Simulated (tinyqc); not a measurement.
Sweep of a uniaxial [110] stress: six-band Luttinger-Kohn model with strain.

Six-band Luttinger-Kohn model in the basis |3/2,3/2>, |3/2,1/2>, |3/2,-1/2>, |3/2,-3/2>, |1/2,1/2>, |1/2,-1/2>, electron energies, zero at the top of the unstrained valence band. H = -[rows: (P+Q, -S, R, 0, -S/r2, r2 R); (-S*, P-Q, 0, R, -r2 Q, r32 S); (R*, 0, P-Q, S, r32 S*, r2 Q); (0, R*, S*, P+Q, -r2 R*, -S*/r2); (-S*/r2, -r2 Q, r32 S, -r2 R, P+Dso, 0); (r2 R*, r32 S*, r2 Q, -S/r2, 0, P+Dso)], r2 = sqrt(2), r32 = sqrt(3/2). Levels are twofold.

P = c g1 k^2 - av tr(e); Q = c g2 (kx^2 + ky^2 - 2 kz^2) - (b/2)(exx + eyy - 2 ezz); R = c sqrt3 [-g2 (kx^2 - ky^2) + 2i g3 kx ky] + (sqrt3/2) b (exx - eyy) - i d exy; S = 2 c sqrt3 g3 (kx - i ky) kz - d (exz - i eyz); c = hbar^2/2m0, e the strain tensor (not engineering shear).

s11 = (C11 + C12)/((C11 - C12)(C11 + 2 C12)), s12 = -C12/((C11 - C12)(C11 + 2 C12)), s44 = 1/C44; exx = s11 sxx + s12 (syy + szz) and cyclic, exy = s44 sxy/2; tension is positive. A uniaxial stress X along the unit vector n is s_ij = X n_i n_j.

Constants: hbar^2/2m0 = 3.80998211 eV angstrom^2.

Parameters, chosen for this exercise (near those of Ge; shifted at random, so the results belong to these values and not to a real crystal):
```
symbol  value           unit  meaning
Dso     0.291           eV    spin-orbit splitting
g1      13.35                 Luttinger gamma1
g2      4.24                  gamma2
g3      5.7                   gamma3
av      1.23            eV    valence hydrostatic potential
b       -2.53           eV    tetragonal shear potential
d       -5.28           eV    trigonal shear potential
C11     129.1           GPa
C12     48.3            GPa
C44     66.3            GPa
load    uniaxial [110]        kind of stress
```

Edges at k = 0 and curvature masses of the top pair along [110] and [001] (step 0.0002 1/angstrom); at zero stress the top is fourfold and has no single curvature.

Edges and masses:
```
X (GPa)  top (eV)  second (eV)  third (eV)  splitting (meV)  m [110]  m [001]
-1.50      0.0380      -0.0457     -0.3078             83.7    0.035    0.146
-1.00      0.0237      -0.0306     -0.3005             54.3    0.037    0.139
-0.50      0.0109      -0.0153     -0.2948             26.3    0.039    0.131
0.00       0.0000       0.0000     -0.2910              0.0        -        -
0.50       0.0154      -0.0088     -0.2894             24.3    0.329    0.053
1.50       0.0466      -0.0194     -0.2937             66.0    0.315    0.051
```

Give the missing row, X (GPa) = 1.00.

Computed row:
```
X (GPa)  top (eV)  second (eV)  third (eV)  splitting (meV)  m [110]  m [001]
1.00       0.0310      -0.0154     -0.2903             46.3    0.322    0.052
```

The splitting reaches 83.7 meV under compression and 66.0 meV under the same tension; linear shear terms alone would make the two equal, and the difference comes from the coupling to the split-off band. At the ends of the sweep the top pair has a mass along [110] of 0.035 under compression and 0.315 under tension, so compression gives the lighter holes along [110]; along [001] it has 0.146 and 0.051. The top edge itself moves by +38 and +47 meV.

Computed by tinyqc, a small Python program: `OMP_NUM_THREADS=1 python tinyqc.py 1050329 1050330 out.jsonl` (the numbers bound the seed that draws the inputs); one thread of a shared host (Intel(R) Xeon(R) Processor @ 2.30GHz), about 0.06 s for the whole set of steps.
